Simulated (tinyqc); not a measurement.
# Square on-chip spiral inductor, lumped pi model: effects of single changes

Outer diameter do = di + 2 n wd + 2 (n - 1) sp, mean da = (do + di)/2, fill p = (do - di)/(do + di), length l = 4 n da. L = 2.34 mu0 n^2 da/(1 + 2.75 p), mu0 = 4 pi 1e-7 H/m. Rs = rho l/(wd delta (1 - exp(-th/delta))), delta = sqrt(rho/(pi f mu0)). Cs = n wd^2 eps0 eo/hu across the coil. At each end Cox = l wd eps0 eo/(2 ho) leads to the substrate branch Rsi = 2 rs he/(l wd) in parallel with Csi = l wd eps0 11.7/(2 he). With one end grounded Y = 1/(Rs + i w L) + i w Cs + 1/[1/(i w Cox) + 1/(1/Rsi + i w Csi)], w = 2 pi f; Q = -Im Y/Re Y. Eddy currents in neighbouring turns and in the substrate are left out.

Parameters, values chosen for the exercise; values of the order met in silicon radio-frequency processes:

| symbol | value | unit | meaning |
|---|---|---|---|
| n | 6.5 |  | number of turns |
| wd | 8 | um | line width |
| sp | 1.5 | um | space between turns |
| di | 60 | um | inner diameter |
| th | 3 | um | metal thickness |
| rho | 3 | uohm cm | metal resistivity |
| ho | 7.3 | um | oxide below the coil |
| hu | 1.4 | um | oxide between coil and underpass |
| eo | 4.1 |  | relative permittivity of the oxide |
| rs | 1 | ohm cm | substrate resistivity |
| he | 80 | um | effective spreading depth in the substrate |
| f | 2.8 | GHz | frequency |

Constants: eps0 = 8.8541878128e-12 F/m. Results are converted to the units shown.

Each table varies one quantity; the others keep the values above.

## Quality factor against frequency

Apparent inductance Im(1/Y)/w; share of the loss Re(substrate branch)/Re Y.

Results:
```
f (GHz),Rs (ohm),w L/Rs,Q,apparent inductance (nH),loss in the substrate (%)
0.13,4.725,1.086,1.086,6.283,1.700e-4
0.21,4.963,1.670,1.668,6.286,8.102e-4
0.34,5.278,2.543,2.537,6.294,0.004449
0.55,5.695,3.812,3.789,6.315,0.02612
0.9,6.267,5.669,5.575,6.373,0.1639
2.4,8.087,11.72,9.872,6.996,5.886
3.9,9.508,16.19,8.609,8.566,26.81
6.4,11.49,21.98,1.937,17.97,68.15
```

Estimate the missing row, f = 1.5 GHz.

Computed row:
```
f (GHz),Rs (ohm),w L/Rs,Q,apparent inductance (nH),loss in the substrate (%)
1.5,7.075,8.370,7.937,6.543,1.090
```

With this row back in the table: Q goes from 1.09 through a maximum of 9.87 (at f = 2.4 GHz among the rows listed) to 1.94; the exact peak is 10.1 at 2.78 GHz and Q reaches zero at the self-resonance, 7.57 GHz. The share of the substrate rises from 1.70e-4 to 68.2 %, and the apparent inductance ends at 2.86 times L. At the peak the substrate takes 9.68 % of the loss.

## Effect of the oxide below the coil

Same model as above.

Peak Q and its frequency from a search over f; self-resonance where Im Y = 0; Q at the given f (negative beyond resonance).

The same in every row: L (nH) = 6.283; do (um) = 180.5.

Results:
```
ho (um),peak Q,f of the peak (GHz),self-resonance (GHz),Q at f
1,4.862,1.061,3.473,0.6456
2,6.350,1.487,4.436,3.092
3,7.381,1.812,5.229,5.514
7,9.924,2.726,7.437,9.917
10,11.13,3.221,8.576,10.95
15,12.58,3.868,9.985,11.67
```

Estimate the missing row, ho = 5 um.

Computed row:
```
ho (um),peak Q,f of the peak (GHz),self-resonance (GHz),Q at f
5,8.853,2.321,6.472,8.483
```

With this row back in the table: As ho goes from 1 to 15, L stays at 6.28 nH, the peak Q rises from 4.86 to 12.6, its frequency rises from 1.06 to 3.87 GHz and the self-resonance rises from 3.47 to 9.98 GHz.

Computed by the program tinyqc: `OMP_NUM_THREADS=1 python tinyqc.py 2302033 2302034 out.jsonl`, one thread of a shared Intel Xeon 2.30GHz, about 0.01 s for the whole run.
